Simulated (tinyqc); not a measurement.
Mobility of a non-polar semiconductor in the relaxation-time approximation. Inputs raised by 5 %, one at a time. Computed by tinyqc, a small Python program. Command: `OMP_NUM_THREADS=1 python tinyqc.py 3026146 3026147 out.jsonl rta sens`. One thread of a shared host (Intel(R) Xeon(R) Processor @ 2.30GHz), about 0.02 s of CPU time with the checks.

Each valley is treated as a sphere of mass m_d for states and rates, with one isotropic relaxation time; the conductivity mass m_c sets the current.

Inputs (values chosen for the exercise, modelled on electrons in diamond): longitudinal mass m_l = 1.48 m_0; transverse mass m_t = 0.285 m_0; equivalent valleys Z = 6; non-parabolicity alpha = 0.19 1/eV; static permittivity eps_s = 5.7; density rho = 3515 kg/m^3; sound velocity v_l = 18300 m/s; acoustic deformation potential D_A = 8.1 eV; phonon energy hbar w = 136 meV; optical or intervalley deformation potential D_o = 7.9 1e8 eV/cm; final valleys Z_f = 5; carrier density n = 9.4e+17 1/cm^3; compensation ratio C = 0; temperature T = 500 K.

Band: Kane. Impurity formula: Brooks-Herring. Further scattering: none.

Constants: k_B = 8.617333262e-05 eV/K; m_0 = 9.1093837015e-31 kg; e = 1.602176634e-19 C; hbar = 1.054571817e-34 J s; eps_0 = 8.8541878128e-12 F/m; k_B = 1.380649e-23 J/K; hbar = 6.582119569e-16 eV s.

Method:
- m_d = (m_l m_t^2)^(1/3); 1/m_c = (1/m_l + 2/m_t)/3; Hall mass factor A = 3 K_m (K_m + 2)/(2 K_m + 1)^2, K_m = m_l/m_t; N_I = n (1 + C)/(1 - C).
- Kane band: hbar^2 k^2/(2 m) = E (1 + alpha E), speed v = hbar k/(m (1 + 2 alpha E)), states per spin, volume and energy g(E) = m k (1 + 2 alpha E)/(2 pi^2 hbar^2); overlap factors are set to 1. Here m = m_d. Masses are multiplied by m_0 and all formulas are in SI units.
- The reduced Fermi level eta = E_F/(k_B T) solves n = 2 Z int g f dE with f = 1/(1 + exp(x - eta)) (Z = 1 unless valleys are given); screening length L_s = sqrt(eps_s eps_0 k_B T/(e^2 dn/deta)), dn/deta = 2 Z int g f (1 - f) dE.
- Integrals over x = E/(k_B T) use 160 Gauss-Legendre points in u = sqrt(x) from 0 to sqrt(max(eta, 0) + 32).
- Phonon occupation N_q = 1/(exp(hbar w/(k_B T)) - 1).
- Acoustic deformation potential (elastic, equipartition, absorption and emission together): 1/tau = 2 pi k_B T D_A^2 g(E)/(hbar rho v_l^2).
- Optical or intervalley deformation potential: 1/tau = (pi Z_f D_o^2/(rho w)) [N_q g(E + hbar w) + (N_q + 1) g(E - hbar w)], with g = 0 below the band edge.
- Each optical term is multiplied by (1 - f(E'))/(1 - f(E)), E' the final energy, for Pauli blocking.
- Singly charged impurities, momentum relaxation: 1/tau = N_I e^4 m (1 + 2 alpha E) Phi/(8 pi (eps_s eps_0)^2 hbar^3 k^3), with alpha = 0 for a parabolic band.
- Brooks-Herring: Phi = ln(1 + b) - b/(1 + b), b = 4 k^2 L_s^2.
- mu = (m_d/m_c) (2 Z e/(3 n k_B T)) int g v^2 tau f (1 - f) dE.
- Averages over x are split at the emission threshold x_0 = hbar w/(k_B T): 64 Gauss-Legendre points in sqrt(x) below it and 128 in sqrt(x - x_0) above it, up to x = max(eta, 0) + 32.
- Rates are added at each energy before the average. With <y> = int g v^2 y f (1 - f) dE: Hall factor r_H = A (3 n k_B T/(2 Z m_d)) <tau^2/(1 + 2 alpha E)>/<tau>^2 (alpha = 0 for a parabolic band); Hall mobility r_H mu; |S| = (k_B/e) (<x tau>/<tau> - eta); resistivity 1/(n e mu).

Runs; columns: (1) input moved; (2) from; (3) to; (4) drift mobility mu (cm^2/(V s)); (5) Seebeck coefficient |S| (microvolt/K); (6) resistivity (ohm cm); (7) acoustic mobility (cm^2/(V s)):
```
(1)                                                             (2)      (3)    (4)    (5)      (6)   (7)
base run                                                          -        -  313.9  650.3  0.02115  3482
longitudinal mass m_l (m_0)                                    1.48    1.554  311.0  651.7  0.02135  3384
transverse mass m_t (m_0)                                     0.285  0.29925  297.1  653.1  0.02235  3172
sound velocity v_l (m/s)                                      18300    19215  317.8  650.6  0.02089  3839
acoustic deformation potential D_A (eV)                         8.1    8.505  309.8  649.9  0.02143  3158
phonon energy hbar w (meV)                                      136    142.8  325.6  653.3  0.02039  3482
optical or intervalley deformation potential D_o (1e8 eV/cm)    7.9    8.295  308.5  648.1  0.02153  3482
non-parabolicity alpha (1/eV)                                  0.19   0.1995  312.9  650.3  0.02122  3469
```

Exponents ln(y'/y) / ln(x'/x):
```
input                                             drift mobility mu  Seebeck coefficient |S|  resistivity  acoustic mobility
longitudinal mass m_l                                        -0.195                    0.045        0.195             -0.585
transverse mass m_t                                          -1.130                    0.089        1.130             -1.909
sound velocity v_l                                            0.250                    0.012       -0.250              2.000
acoustic deformation potential D_A                           -0.271                   -0.013        0.271             -2.000
phonon energy hbar w                                          0.750                    0.096       -0.750              0.000
optical or intervalley deformation potential D_o             -0.360                   -0.069        0.360              0.000
non-parabolicity alpha                                       -0.069                    0.001        0.069             -0.078
```

Among the inputs moved here: drift mobility mu answers most in size to transverse mass m_t (exponent -1.130), next to phonon energy hbar w (+0.750). Seebeck coefficient |S| answers most in size to phonon energy hbar w (exponent +0.096), next to transverse mass m_t (+0.089). Resistivity answers most in size to transverse mass m_t (exponent +1.130), next to phonon energy hbar w (-0.750). Acoustic mobility answers most in size to acoustic deformation potential D_A (exponent -2.000), and about equally to sound velocity v_l (+2.000); its exponent is below 0.0005 for phonon energy hbar w, optical or intervalley deformation potential D_o. Its exponent +2.000 in sound velocity v_l: the rate goes as 1/(rho v_l^2). Its exponent -2.000 in acoustic deformation potential D_A: the rate goes as D_A^2.

Caution (all rows): n is taken as given; at low temperature (in diamond even at 300 K) real dopants can freeze out, which changes n and N_I.
